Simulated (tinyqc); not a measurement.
Comparisons within one model: Kronig-Penney superlattice by transfer matrices. A value that a table varies takes the place of the one given here.

Wells (width a, potential 0, mass mw) alternate with barriers (width b, height V0, mass mb); period d = a + b; c = hbar^2/2m0. The vector (psi, psi'/m) is continuous, and a layer of thickness t carries it by M = [[cos kt, (m/k) sin kt], [-(k/m) sin kt, cos kt]] with k = sqrt(m (E - V)/c); for E < V, k = i kappa gives [[cosh, (m/kappa) sinh], [(kappa/m) sinh, cosh]] of kappa t. A Bloch state obeys cos(q d) = tr(Mb Mw)/2.

Constants: hbar^2/2m0 = 3.80998211 eV angstrom^2.

Inputs chosen for the exercise (near those of a non-polar GaN superlattice with barriers of AlGaN; shifted at random, so the results belong to these values and not to a real crystal):
```
symbol  value                              unit      meaning
a       36                                 angstrom  well width
V0      0.63                               eV        barrier height
mw      0.196                              m0        mass in the wells
mb      0.25                               m0        mass in the barriers
bs      (7, 10.5, 14, 18.2, 22.4, 28, 35)  angstrom  barrier widths
b       14                                 angstrom  barrier width
```

## Barrier width

First miniband against b. m_z = -2 c f'/d^2 with f = tr M/2 at the bottom of the band. E1 is the level of the single well, kappa1 its decay constant in the barrier.

First miniband:
```
b (angstrom)  bottom (eV)  top (eV)  W (meV)    ln W  m_z (m0)
7.0                0.0612    0.1007    39.55   3.678     0.288
10.5               0.0708    0.0912    20.38   3.015     0.417
14.0               0.0757    0.0862    10.49   2.350     0.645
18.2               0.0786    0.0833    4.727   1.553      1.16
22.4               0.0799    0.0820    2.130   0.756      2.15
28.0               0.0806    0.0813   0.7358  -0.307      5.10
35.0               0.0809    0.0811   0.1949  -1.635      15.6
```

E1 = 0.0810 eV
kappa1 = 0.1898 1/angstrom

W falls from 39.6 to 0.19 meV, and both edges close in on E1. The slope of ln W is -0.1895 per angstrom over the first two rows and -0.1898 over the last two, against -kappa1 = -0.1898: the width follows one power of the tunnelling amplitude once the wells couple weakly. m_z grows by a factor 53.9. Layers under about 10 angstrom are at the limit of envelope theory.

## From one barrier to a miniband

Transmission through N barriers separated by wells, between leads of the well material: T = 4/[(M11 + M22)^2 + (u M12 - M21/u)^2] with u = k/mw and M the product over all layers; twelve evenly spaced energies around the first miniband.

Transmission:
```
E (eV)    tr M/2 of a period    N = 1     N = 2     N = 4     N = 8
0.071020               2.047  0.00901  0.000542  2.49e-06  5.36e-11
0.072927               1.612  0.00929  0.000901  1.28e-05  2.72e-09
0.074835               1.193  0.00957   0.00169  0.000124  9.10e-07
0.076742               0.790  0.00985   0.00397    0.0159   0.00522
0.078649               0.402   0.0101    0.0156   0.00857     0.239
0.080557               0.028   0.0104     0.769     0.455     0.174
0.082464              -0.331   0.0107    0.0241    0.0100    0.0502
0.084371              -0.677   0.0110   0.00604     0.175    0.0517
0.086279              -1.008   0.0113   0.00280  0.000658  0.000128
0.088186              -1.326   0.0116   0.00166  6.57e-05  1.20e-07
0.090094              -1.632   0.0119   0.00113  1.51e-05  2.85e-09
0.092001              -1.924   0.0122  0.000832  5.08e-06  1.93e-10
```

5 of the energies lie in the miniband (|tr M/2| <= 1); there T for N = 8 runs between 0.00522 and 0.239. In the gaps it falls with N: at E = 0.0920 eV from 5.08e-06 (N = 4) to 1.93e-10 (N = 8), a slope of ln T of -2.54 a period, against -2 arccosh|tr M/2| = -2.54.

## What each parameter does

Bottom and width of the first miniband, the gap above it, and m_z = -2 c f'/d^2 with f = tr M/2. Each row changes one parameter from the base and keeps the others.

Results:
```
case             bottom (eV)  width (meV)  gap (meV)  m_z (m0)
base                  0.0757         10.5      206.3    0.6451
a = 40 angstrom       0.0651          8.2      180.1    0.7010
b = 16 angstrom       0.0774          7.2      213.5    0.8461
V0 = 0.535 eV         0.0709         13.2      188.7    0.5279
mw = 0.2156 m0        0.0724          9.4      196.5    0.7190
mb = 0.2125 m0        0.0776         12.9      205.2    0.5362
```

The largest shifts from the base row, up to three for each result and ties (the steps differ in size, so this ranks the rows, not the parameters). bottom (eV): a -0.0107, V0 -0.0048, mw -0.0034. width (meV): b -3.3, V0 +2.7, mb +2.4. gap (meV): a -26.2, V0 -17.6, mw -9.8. m_z (m0): b +0.2010, V0 -0.1172, mb -0.1089.

Computed by tinyqc, a small Python program: `OMP_NUM_THREADS=1 python tinyqc.py 1252190 1252191 out.jsonl` (the numbers bound the seed that draws the inputs); one thread of a shared host (Intel(R) Xeon(R) Processor @ 2.30GHz), about 0.05 s for the whole set of steps.
